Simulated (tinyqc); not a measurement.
What each parameter does: Landau levels of a parabolic two-dimensional band.

E(N, s) = (N + 1/2) hbar wc + s gs muB B with s = +/-1/2.

In a field B along z: l = 1/sqrt((e/hbar) B) is the magnetic length, n_B = B/(h/e) the number of states per area in one level, hbar wc = 2 muB B/m for mass m in m0; 1/angstrom^2 = 1e16/cm^2.

Each listed level takes n_B electrons. At zero temperature and without broadening EF sits in the partly filled level.

Constants: hbar^2/2m0 = 3.80998211 eV angstrom^2; e/hbar = 1.519267448e-05 1/(T angstrom^2); h/e = 413566.7697 T angstrom^2; muB = 5.788381798e-05 eV/T.

Inputs chosen for the exercise (near those of a two-dimensional electron gas in InGaAs; not measured data): m = 0.0418 m0 (mass); gs = -4.76 (g factor); gv = 1 (valleys); B = 8.8 T (magnetic field); n = 5.7 x 1e11/cm^2 (electron sheet density).

The second and third levels from below, nu = n/n_B, and EF.

One parameter was then changed.

Results before and after:
```
case     second level (meV)  third level (meV)    nu  EF (meV)
base                  13.40              35.35  2.68     35.35
changed               13.40              35.35  2.27     35.35
```

Which of these changes was made? (a) B = 10.6 T; (b) m = 0.0502 m0; (c) gs = -4.05; (d) n = 4.84 x 1e11/cm^2.
Answer: (d) n = 4.84 x 1e11/cm^2. Of the candidates, run in turn, only this one gives the changed row.

All candidates:
```
case                  second level (meV)  third level (meV)    nu  EF (meV)
base                               13.40              35.35  2.68     35.35
B = 10.6 T                         16.14              42.58  2.22     42.58
m = 0.0502 m0                      11.36              29.23  2.68     29.23
gs = -4.05                         13.22              35.53  2.68     35.53
n = 4.84 x 1e11/cm^2               13.40              35.35  2.27     35.35
```

Run: tinyqc, `OMP_NUM_THREADS=1 python tinyqc.py 1250553 1250554 out.jsonl`; Intel(R) Xeon(R) Processor @ 2.30GHz, one thread, shared host; about 0.01 s of CPU time with all checks.
